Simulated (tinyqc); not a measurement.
Undoped symmetric double-gate MOSFET, analytic potential model: course of the iteration: beta at the source by Newton steps.

An undoped body of thickness ts between two equal insulators and tied gates; long channel, electrons only, n = ni exp((psi - V)/Vt) with V the quasi-Fermi potential (0 at the source, Vd at the drain), constant mobility, no quantisation. Across the body psi(x) = V - 2 Vt ln[(ts/(2 beta)) sqrt(q ni/(2 eps0 eps_r Vt)) cos(2 beta x/ts)], x from the centre. Q is the electron charge per area of the whole body.

With V = 0: f = ln(beta) - ln(cos beta) + 2 r beta tan(beta) - (Vg - V0)/(2 Vt); f' = 1/beta + tan(beta) + 2 r [tan(beta) + beta/cos^2(beta)]; beta(new) = beta - f/f'.

Stop when beta changes by less than 1e-11, or after 40 iterations. beta must stay between 0 and pi/2.

Values chosen for this exercise: temperature T = 273 K; gate voltage Vg = 1.15 V.

Constants: q = 1.602176634e-19 C, kB = 1.380649e-23 J/K, Vt = kB T/q. Results are converted to the units shown.

beta at the start = 1.2
r = 0.206471
V0 = 0.497753 V

Course of the iteration:
```
iteration,beta,|change|
1,2.58210,1.38
```

Did this iteration meet its convergence test, and what does its course show?

No. Stopped after 1 iteration(s) without a result. The last step lands on beta = 2.582, outside the interval from 0 to pi/2 on which the model is defined: f is much steeper near pi/2 than its tangent at the point before. A rerun with the start beta = 1.5 converges in 5 iterations.

Range of the model: The surface density at the source passes 0.3 Nc, where Boltzmann statistics fail.

Computed by the program tinyqc: `OMP_NUM_THREADS=1 python tinyqc.py 2440109 2440110 out.jsonl`, one thread of a shared Intel Xeon 2.30GHz, about 0.03 s for the whole run.
